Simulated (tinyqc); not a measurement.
# p-i-n power rectifier, conductivity modulation at high injection: two studies

A drift layer from x = -d to d (2 d = W) between ideal p+ and n+ emitters (no recombination in them). High injection, n = p, ambipolar diffusion with one lifetime; both mobilities scale as (T/300 K)^(-bt).

Inputs (values chosen for the exercise); bulk values close to those of silicon: temperature T = 450 K; relative permittivity eps_r = 12.1; critical-field constant Kc = 3960 V/cm per (cm^-3)^(1/8); rated breakdown voltage of the drift layer BV = 120 V; drift mobility at 300 K mud = 1220 cm^2/(V s); temperature exponent of the drift mobility bt = 2.3; hole mobility at 300 K mup = 436 cm^2/(V s); band gap Eg = 1.13 eV; conduction-band density of states at T Nc = 5.14e19 cm^-3; valence-band density of states at T Nv = 4.87e19 cm^-3; forward current density J = 200 A/cm^2; ramp rate of the current at turn-off a = 650 A/(cm^2 us); high-level lifetime tau = 7.9e-9 s.

Constants: q = 1.602176634e-19 C, kB = 1.380649e-23 J/K, Vt = kB T/q, eps0 = 8.8541878128e-14 F/cm where lengths are in cm. Results are converted to the units shown.

Each table varies one quantity; the others keep the values above.

## Forward voltage and stored charge against the high-level lifetime

Triangular field at breakdown with Ec = Kc N^(1/8): BV = eps0 eps_r Ec^2/(2 q N), so N = (eps0 eps_r Kc^2/(2 q BV))^(4/3); W = 2 BV/Ec; mu = mud (T/300 K)^(-bt); rho = 1/(q mu N); ideal resistance rho W. Da = 2 mun mup Vt/(mun + mup), La = sqrt(Da tau), B = (mun - mup)/(mun + mup) with mun = mud (T/300 K)^(-bt), mup likewise; n(x) = (tau J/(2 q La)) [cosh(x/La)/sinh(d/La) - B sinh(x/La)/cosh(d/La)]. Ohmic drop: integral of J/(q (mun + mup) n); diffusion (Dember) drop Vt B ln(n(-d)/n(d)); both junctions together Vt ln(n(-d) n(d)/ni^2), ni = sqrt(Nc Nv) exp(-Eg/(2 Vt)), Eg in volts; V_F = the sum; stored charge q times the integral of n. Integrals on a fine grid. Peak reverse current if all stored charge left in a linear ramp without recombination (an upper bound): sqrt(2 a Q). Rows where n falls below the doping are left out.

The same in every row: J rho W (V) = 0.5456.

Results:
```
tau (s),d/La,"drift drop, ohmic and diffusion (V)",junction drops (V),V_F (V),Q (uC/cm^2),sqrt(2 a Q) (A/cm^2),lowest n over N
6e-9,1.434,0.1542,0.5059,0.6601,1.200,39.50,2.133
1.2e-8,1.014,0.07547,0.5473,0.6228,2.400,55.86,5.125
2.6e-8,0.6890,0.03525,0.5988,0.6340,5.200,82.22,12.48
1.1e-7,0.3350,0.008575,0.7034,0.7120,22.00,169.1,57.74
2.4e-7,0.2268,0.003960,0.7625,0.7665,48.00,249.8,128.1
```

Estimate the missing row, tau = 5.4e-8 s.

Computed row:
```
tau (s),d/La,"drift drop, ohmic and diffusion (V)",junction drops (V),V_F (V),Q (uC/cm^2),sqrt(2 a Q) (A/cm^2),lowest n over N
5.4e-8,0.4781,0.01726,0.6508,0.6680,10.80,118.5,27.51
```

With this row back in the table: V_F goes from 0.660 through a minimum of 0.623 (at tau = 1.2e-8 among the rows listed) to 0.766 V; the drift drop falls from 0.154 to 0.00396 V and the junction drops rise from 0.506 to 0.762 V. The minimum falls at d/La = 1.0: a short lifetime starves the middle of the layer, a long one raises the edge densities and with them the junction drops. Where n exceeds a few 1e17 cm^-3, emitter and Auger recombination, left out here, lower n and change V_F.

## Forward voltage and stored charge against the rated breakdown voltage of the drift layer

Same model as above.

The same in every row: Q (uC/cm^2) = 1.580; sqrt(2 a Q) (A/cm^2) = 45.32.

Results:
```
BV (V),d/La,"drift drop, ohmic and diffusion (V)",junction drops (V),V_F (V),lowest n over N,J rho W (V)
30,0.2480,0.004730,0.6234,0.6281,3.336,0.01705
42,0.3673,0.01028,0.5947,0.6050,3.461,0.03954
58,0.5352,0.02152,0.5687,0.5902,3.514,0.08861
80,0.7789,0.04480,0.5453,0.5901,3.442,0.1980
110,1.129,0.09371,0.5261,0.6198,3.172,0.4389
220,2.535,0.6126,0.5054,1.118,1.690,2.483
```

Estimate the missing row, BV = 160 V.

Computed row:
```
BV (V),d/La,"drift drop, ohmic and diffusion (V)",junction drops (V),V_F (V),lowest n over N,J rho W (V)
160,1.749,0.2392,0.5109,0.7501,2.520,1.120
```

With this row back in the table: V_F goes from 0.628 through a minimum of 0.590 (at BV = 80 among the rows listed) to 1.12 V; the drift drop rises from 0.00473 to 0.613 V and the junction drops fall from 0.623 to 0.505 V. The unipolar drop J rho W is below V_F for BV up to 110.

Computed by the program tinyqc: `OMP_NUM_THREADS=1 python tinyqc.py 2230037 2230038 out.jsonl`, one thread of a shared Intel Xeon 2.30GHz, about 0.01 s for the whole run.
